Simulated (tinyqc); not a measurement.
What moves the results: Lorentz oscillators and the Kramers-Kronig relations. A value that a table varies takes the place of the one given here.

eps(E) = 1 + sum_j S_j/(E0_j^2 - E^2 - i G_j E).

Kramers-Kronig: eps1(E) = 1 + (2/pi) P integral_0^infinity E1 eps2(E1)/(E1^2 - E^2) dE1. Maclaurin rule on the grid E_j = j h, j = 1 .. M: eps1(E_i) = 1 + (4 h/pi) sum over j with j - i odd of E_j eps2(E_j)/(E_j^2 - E_i^2); nothing is added above E_M.

n + i k = sqrt(eps1 + i eps2) with k >= 0; R = ((n - 1)^2 + k^2)/((n + 1)^2 + k^2) at normal incidence from vacuum; alpha = 2 E k/(hbar c), times 1e8 for 1/cm; loss function Im(-1/eps) = eps2/(eps1^2 + eps2^2).

Constants: hbar c = 1973.269805 eV angstrom.

Inputs chosen for the exercise:

| symbol | value | unit | meaning |
|---|---|---|---|
| E0 | (6.78) | eV | resonances |
| G | (1.16) | eV | widths |
| S | (53.3) | eV^2 | strengths |
| h | 0.25 | eV | grid step |
| M | 30 |  | grid points E_j = j h |
| E_t | 3 | eV | energy below the first line |
| E | 4.21 | eV | photon energy |

## Numerical transform against the formula

Every third grid point is listed; the error is the transform minus the formula.

Dielectric function:

| E (eV) | eps2 | eps1 formula | eps1 transform | error |
|---|---|---|---|---|
| 0.50 | 0.015 | 2.166 | 1.997 | -0.168 |
| 1.25 | 0.039 | 2.199 | 2.068 | -0.131 |
| 2.00 | 0.070 | 2.266 | 2.089 | -0.177 |
| 2.75 | 0.114 | 2.378 | 2.236 | -0.142 |
| 3.50 | 0.188 | 2.558 | 2.357 | -0.202 |
| 4.25 | 0.327 | 2.852 | 2.684 | -0.168 |
| 5.00 | 0.653 | 3.361 | 3.103 | -0.258 |
| 5.75 | 1.684 | 4.259 | 4.030 | -0.229 |
| 6.50 | 5.686 | 3.804 | 3.364 | -0.440 |
| 7.25 | 3.925 | -2.077 | -2.548 | -0.470 |

What can be read from the table?

The largest error listed is -0.470 at 7.25 eV. The rule samples every 2h = 0.5 eV and the narrowest line is 1.16 eV wide, so it is resolved. The grid ends at 7.5 eV, where eps2 is still 2.556; the error at the last point listed, nearest the missing tail, is -0.470.

## How far the spectrum must be known

The integrals are done by adaptive quadrature and cut at E_cut. f-sum share: (2/pi) integral of E eps2 over sum S. Static share: (2/pi) integral of eps2/E over eps(0) - 1.

Cut integrals:

| E_cut (eV) | eps1(E_t) | f-sum share | static share |
|---|---|---|---|
| 5.4 | 1.231 | 0.056 | 0.171 |
| 7.5 | 2.231 | 0.702 | 0.851 |
| 10.2 | 2.403 | 0.893 | 0.979 |
| 13.6 | 2.422 | 0.934 | 0.994 |
| 20.3 | 2.427 | 0.961 | 0.998 |
| 33.9 | 2.429 | 0.978 | 1.000 |

eps1(E_t) from the formula = 2.429

What can be read from the table?

Cut at 7.5 eV, just above the last line, eps1(E_t) lacks 0.198; cut at 33.9 eV it lacks 0.000. At 10.2 eV the static sum has reached 0.979 and the f-sum only 0.893: the f-sum weights eps2 by E and the static sum by 1/E, so the f-sum needs the far tail.

## Optical constants across the spectrum

Spectrum:

| E (eV) | eps1 | eps2 | n | k | R | loss |
|---|---|---|---|---|---|---|
| 1.02 | 2.186 | 0.031 | 1.478 | 0.011 | 0.037 | 0.007 |
| 2.40 | 2.319 | 0.091 | 1.523 | 0.030 | 0.043 | 0.017 |
| 3.79 | 2.654 | 0.230 | 1.631 | 0.071 | 0.058 | 0.032 |
| 5.18 | 3.535 | 0.796 | 1.892 | 0.210 | 0.100 | 0.061 |
| 6.56 | 3.352 | 6.097 | 2.270 | 1.343 | 0.273 | 0.126 |
| 7.95 | -1.404 | 1.287 | 0.500 | 1.286 | 0.488 | 0.355 |
| 9.34 | -0.208 | 0.317 | 0.293 | 0.542 | 0.404 | 2.203 |
| 10.72 | 0.251 | 0.135 | 0.518 | 0.130 | 0.107 | 1.659 |
| 12.11 | 0.481 | 0.072 | 0.695 | 0.052 | 0.033 | 0.307 |
| 13.50 | 0.614 | 0.044 | 0.784 | 0.028 | 0.015 | 0.117 |
| 14.89 | 0.700 | 0.030 | 0.837 | 0.018 | 0.008 | 0.060 |
| 16.27 | 0.758 | 0.021 | 0.871 | 0.012 | 0.005 | 0.036 |

How do the results move?

Among the energies listed the largest values are at (eV): eps2 6.56; n 6.56; k 6.56; R 7.95; loss 9.34. eps1 crosses zero at 6.87 and 9.83 eV; the last crossing is upward and marks the plasmon, against sqrt(sum S) = 7.30 eV for free electrons.

## What each oscillator parameter does

At the energy E. Each row changes one parameter from the base and keeps the others.

Results:

| case | eps1 | eps2 | n | k | R |
|---|---|---|---|---|---|
| base | 2.832 | 0.317 | 1.686 | 0.094 | 0.066 |
| E0 = (7.119) eV | 2.583 | 0.235 | 1.609 | 0.073 | 0.055 |
| G = (1.74) eV | 2.768 | 0.459 | 1.669 | 0.137 | 0.065 |
| S = (63.96) eV^2 | 3.199 | 0.380 | 1.792 | 0.106 | 0.082 |
| E = 4.421 eV | 2.944 | 0.377 | 1.719 | 0.110 | 0.071 |

What does this show?

The largest shifts from the base row, up to three for each result and ties (the steps differ in size, so this ranks the rows, not the parameters). eps1: S +0.366, E0 -0.250, E +0.112. eps2: G +0.142, E0 -0.082, S +0.063. n: S +0.106, E0 -0.077, E +0.034. k: G +0.043, E0 -0.021, E +0.016. R: S +0.015, E0 -0.011, E +0.005.

Program tinyqc; command `OMP_NUM_THREADS=1 python tinyqc.py 1680603 1680604 out.jsonl`; about 0.2 s on one thread of a shared Intel(R) Xeon(R) Processor @ 2.30GHz.
